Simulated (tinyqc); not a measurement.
AlGaN/GaN HEMT with access regions, lumped model: one step of the calculation.

A polarisation-induced electron sheet under a Schottky gate, in series with two ungated access regions and contacts. Drift law v = mu E/(1 + mu E/vs) under the gate. Currents in mA/mm, resistances in ohm mm. No self-heating, no channel-length modulation; fits for polarisation, barrier and offset are chosen for the exercise.

Task. Drain current. Access resistance R(L, n) = L/(q mu n sqrt(1 - (I/(q n vs))^2)); Rs = Rc + R(Ls, n0), Rd = Rc + R(Ld, (1 - ft) n0). Vg' = Vg - I Rs, Vd' = Vd - I (Rs + Rd); with u = Vg' - VT, Vc = vs Lg/mu and w the smaller of Vd' and Vc [sqrt(1 + 2 u/Vc) - 1] (0 if negative), the channel gives (mu Cb/Lg)(u w - w^2/2)/(1 + w/Vc). I(new) is that channel current.

Parameters, values chosen for the exercise; values close to those of AlGaN/GaN structures:
```
symbol  value        unit                                               meaning
mu       1900  cm^2/(V s)                                      channel mobility
vs      1.4e7        cm/s                                   saturation velocity
Lg          1          um                                           gate length
Ls        0.5          um                                  source access length
Ld          4          um                                   drain access length
Rc       0.59      ohm mm                            resistance of each contact
ft          0              share of the drain-access electrons removed by traps
Vg          0           V                                          gate voltage
Vd          1           V                                         drain voltage
```

Constants: q = 1.602176634e-19 C. Results are converted to the units shown.

I after iteration 1 = 527.75436 mA/mm
VT = -5.0481343 V
Cb = 0.27447982 uF/cm^2
n0 = 8.6483037e12 cm^-2

Find: Rs; Rd; Vg'; Vd'; channel current; I after iteration 2.

Result.

Rs = 0.7874 ohm mm
Rd = 2.169 ohm mm
Vg' = -0.4155 V
Vd' = -0.5602 V
channel current = 0 mA/mm
I after iteration 2 = 0 mA/mm

Computed by the program tinyqc: `OMP_NUM_THREADS=1 python tinyqc.py 2570016 2570017 out.jsonl`, one thread of a shared Intel Xeon 2.30GHz, about 0.02 s for the whole run.
